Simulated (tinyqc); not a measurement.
Stress and current directions compared.

A cubic crystal with three pairs of conduction valleys along x, y and z; non-degenerate electrons, one relaxation time, masses unchanged. Stress s_ij = X a_i a_j with a the unit vector along the stress; strain e_ii = s11 s_ii + s12 (s_jj + s_kk), e_ij = s44 s_ij/2. Valley shift dE = Xu (n.e.n - trace(e)/3) with n the valley axis; share f proportional to exp(-dE/Vt). Inverse mass along the current d: (n.d)^2/ml + (1 - (n.d)^2)/mt; mu/mu0 = sum f (1/m) over the plain mean of 1/m. Rows: direction of the stress, of size |X|; columns: direction of the current and sign.

Inputs (values chosen for the exercise); values close to those of silicon:
- T = 250 K (temperature)
- s11 = 7.56 1/TPa (compliance)
- s12 = -2.1 1/TPa (compliance)
- s44 = 12.5 1/TPa (compliance)
- Xu = 8.87 eV (shear deformation potential)
- ml = 0.895 m0 (longitudinal mass)
- mt = 0.19 m0 (transverse mass)
- X = -200 MPa (uniaxial stress (tension positive))

Constants: q = 1.602176634e-19 C, kB = 1.380649e-23 J/K, Vt = kB T/q. Results are converted to the units shown.

mu/mu0:

|  | I [100], tension | I [100], compression | I [110], tension | I [110], compression |
|---|---|---|---|---|
| [100] | 1.1594 | 0.79467 | 1.0398 | 0.94867 |
| [110] | 1.0499 | 0.95627 | 1.0499 | 0.95627 |
| [001] | 0.92031 | 1.1027 | 0.92031 | 1.1027 |
| [111] | 1.0000 | 1.0000 | 1.0000 | 1.0000 |

What do the numbers show?

The largest gain, 1.16, is for stress along [100], tension, current along [100]; the largest loss, 0.795, for [100], compression, current along [100]. Entries equal to one are cases in which the valleys are not split or have equal mass along the current.

Numbers from tinyqc (`OMP_NUM_THREADS=1 python tinyqc.py 2530122 2530123 out.jsonl`; about 0.01 s on one thread of a shared Intel Xeon 2.30GHz).
